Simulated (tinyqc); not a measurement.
Zero-field barrier from two thresholds.

Inverse problem. The photoemission threshold over an interface barrier is Phi = P0 - sqrt(q F/(4 pi eps0 ei)). Find P0 and ei.

Constants: q = 1.602176634e-19 C, eps0 = 8.8541878128e-14 F/cm where lengths are in cm. Results are converted to the units shown.

thresholds at F = 0.7 and 2.6 MV/cm (eV): 4.2024620  4.0007503

Answer. Phi is linear in sqrt(F): the intercept is P0 and the slope gives ei.

P0 = 4.42 eV
ei = 2.13

tinyqc, about 0.01 s, one thread, Intel Xeon 2.30GHz (shared host): `OMP_NUM_THREADS=1 python tinyqc.py 2410074 2410075 out.jsonl`
